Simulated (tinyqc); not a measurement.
## Junction parameters from two forward currents

Question. D(v) = J1 (exp(v/Vt) - 1) + J2 (exp(v/(2 Vt)) - 1). Find J1, J2 and the voltage 2 Vt ln(J2/J1) near which both parts are equal.

Values chosen for this exercise: temperature T = 300 K.

Constants: q = 1.602176634e-19 C, kB = 1.380649e-23 J/K, Vt = kB T/q. Results are converted to the units shown.

junction voltages (V): [0.26, 0.64]
currents (uA/um): [2.6838773e-7, 0.13576980]

Solution. The current is linear in J1 and J2, so two points give two equations.

J1 = 2.400e-12 uA/um
J2 = 1.400e-9 uA/um
crossover = 0.3293 V

Program tinyqc, `OMP_NUM_THREADS=1 python tinyqc.py 2182245 2182246 out.jsonl`; Intel Xeon 2.30GHz, shared host, one thread, about 0.2 s.
